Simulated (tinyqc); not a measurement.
Length of a molecular wire: coherent transport through a tight-binding bridge. Computed by the program tinyqc. T = Gamma_L Gamma_R |G_1n|^2 with the self-energies of semi-infinite chains.

A uniform bridge between two chains:

| parameter | value |
|---|---|
| site energy (eV) | 2.680000 |
| hopping in the bridge (eV) | 0.920000 |
| lead hopping (eV) | 2.410000 |
| couplings (eV) | 0.67, 0.39 |
| E (eV) | 0.390000 |

Transmission against length:

| sites | T | ln T |
|---|---|---|
| 2 | 1.9798e-03 | -6.225 |
| 3 | 4.8958e-04 | -7.622 |
| 4 | 1.2340e-04 | -9.000 |
| 5 | 3.1252e-05 | -10.373 |
| 6 | 7.9244e-06 | -11.746 |
| 8 | 5.0987e-07 | -14.489 |
| 9 | 1.2934e-07 | -15.861 |
| 10 | 3.2809e-08 | -17.233 |

Estimate the missing row, sites = 7.

Computed row:
```
sites           T     ln T
7      2.0100e-06  -13.117
```

E lies outside the band of the bridge (|E - e|/2h = 1.245 > 1), so T decays as exp(-beta n) with beta = 2 arccosh(1.245) = 1.3717 a site; the last two rows give 1.3717.
